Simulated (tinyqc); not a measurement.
Speciation in dilute and buffered hydrofluoric acid, oxide etch rate and bath loading: one step, computed by the program tinyqc.

Concentrations stand for activities, NH4+ and Cl- are spectators, and water ionisation is neglected. H, F and HF2 denote the ions H+, F- and HF2-. The base temperature is 298 K.

Problem. One trial. Fluoride balance: [HF] + [F] + 2 [HF2] + 2 [H2F2] = HF added + NH4F added. Acid balance: [H] + [HF] + [HF2] + 2 [H2F2] = HF added + HCl added. For a trial [H], [HF] = [H][F]/K1, and the fluoride balance is a quadratic in [F]. Take pH = 3. The residual is the left side of the acid balance less the right.

Inputs (values chosen for the exercise, of the order of those for thermal oxide at room temperature):

| quantity | value | unit |
|---|---|---|
| HF added | 0.31 | mol/L |
| NH4F added | 0 | mol/L |
| HCl added | 0 | mol/L |
| K1 = [H][F]/[HF] | 0.00072 | mol/L |
| K2 = [HF2]/([HF][F]) | 4.23 | L/mol |
| K3 = [H2F2]/[HF]^2 | 0 | L/mol |

Give: [F]; [HF]; [HF2]; [H2F2]; residual.

Solution.

[F] = 0.08996 mol/L

[HF] = 0.1249 mol/L

[HF2] = 0.04755 mol/L

[H2F2] = 0 mol/L

residual = -0.1365 mol/L

The residual is negative, so the pH lies below 3.
